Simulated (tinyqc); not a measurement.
Rates against energy: scattering rates of a carrier in a spherical band by Fermi's golden rule. Computed by tinyqc, a small Python program. Command: `OMP_NUM_THREADS=1 python tinyqc.py 3000084 3000085 out.jsonl scatter walk`. One thread of a shared host (Intel(R) Xeon(R) Processor @ 2.30GHz), about 0.01 s of CPU time with the checks.

All processes here are isotropic or elastic, and the rate listed is the momentum relaxation rate.

Inputs (values chosen for the exercise, modelled on holes in germanium):
```
quantity,value,unit
density-of-states mass of one valley m,0.297,m_0
non-parabolicity alpha,0.28,1/eV
static permittivity eps_s,16,-
density rho,5323,kg/m^3
sound velocity v_l,5170,m/s
acoustic deformation potential D_A,4.7,eV
phonon energy hbar w,37.6,meV
optical or intervalley deformation potential D_o,8.9,1e8 eV/cm
final valleys Z_f,1,-
ionised impurity density N_I,8.5e+17,1/cm^3
temperature T,100,K
neutral impurity density N_n,7.3e+16,1/cm^3
```

Crystal: non-polar. Band: Kane. Impurity formula: Conwell-Weisskopf. Further scattering: neutral impurities.

Constants: k_B = 1.380649e-23 J/K; e = 1.602176634e-19 C; hbar = 1.054571817e-34 J s; m_0 = 9.1093837015e-31 kg; hbar = 6.582119569e-16 eV s; k_B = 8.617333262e-05 eV/K; eps_0 = 8.8541878128e-12 F/m.

Method:
- Kane band: hbar^2 k^2/(2 m) = E (1 + alpha E), speed v = hbar k/(m (1 + 2 alpha E)), states per spin, volume and energy g(E) = m k (1 + 2 alpha E)/(2 pi^2 hbar^2); overlap factors are set to 1. Masses are multiplied by m_0 and all formulas are in SI units.
- Phonon occupation N_q = 1/(exp(hbar w/(k_B T)) - 1).
- Acoustic deformation potential (elastic, equipartition, absorption and emission together): 1/tau = 2 pi k_B T D_A^2 g(E)/(hbar rho v_l^2).
- Optical or intervalley deformation potential: 1/tau = (pi Z_f D_o^2/(rho w)) [N_q g(E + hbar w) + (N_q + 1) g(E - hbar w)], with g = 0 below the band edge.
- Singly charged impurities, momentum relaxation: 1/tau = N_I e^4 m (1 + 2 alpha E) Phi/(8 pi (eps_s eps_0)^2 hbar^3 k^3), with alpha = 0 for a parabolic band.
- Conwell-Weisskopf: Phi = ln(1 + y^2), y = 4 pi eps_s eps_0 E N_I^(-1/3)/e^2 (largest impact parameter N_I^(-1/3)/2).
- Neutral impurities (Erginsoy): 1/tau = 20 N_n a_B hbar/m, a_B = 4 pi eps_s eps_0 hbar^2/(m e^2).

Momentum relaxation rates (1e12/s) and the total time:
```
E (meV),acoustic,optical absorption,optical emission,ionised impurity,neutral impurity,tau_m (fs)
3.8,0.06973,0.019526,0.0000,9.110,1.6224,92.41
9.4,0.11009,0.020885,0.0000,10.288,1.6224,83.05
19.0,0.15757,0.023069,0.0000,8.048,1.6224,101.51
34.0,0.21298,0.026212,0.0000,5.333,1.6224,138.99
41.0,0.23500,0.027594,0.4279,4.538,1.6224,145.96
56.0,0.27748,0.030416,1.0060,3.389,1.6224,158.09
83.0,0.34404,0.035150,1.6099,2.270,1.6224,170.02
130.0,0.44422,0.042729,2.3709,1.392,1.6224,170.29
230.0,0.63006,0.057509,3.6522,0.723,1.6224,149.59
380.0,0.88712,0.078581,5.3450,0.398,1.6224,120.04
```

What does the comparison show, and why?

The largest rate is ionised impurity from 3.80 to 83.0, optical emission from 130 to 380 meV. Crossing hbar w = 37.6 meV opens emission: tau_m goes from 139 to 146 fs between the two rows around it. The impurity rate goes between the last rows as E^-1.19; the acoustic rate follows g(E) and grows by a factor 12.7 over the table (10.0 for a parabolic band). At 3.8, 9.4 meV hbar/tau exceeds E/2, so the golden rule loses its meaning there. Erginsoy's formula holds for k a_B below about 0.5 and for dopants that stay neutral, which means low temperature; elsewhere it is only a rough constant rate.

Extremes, crossings and ranges named in words are read from the listed rows.
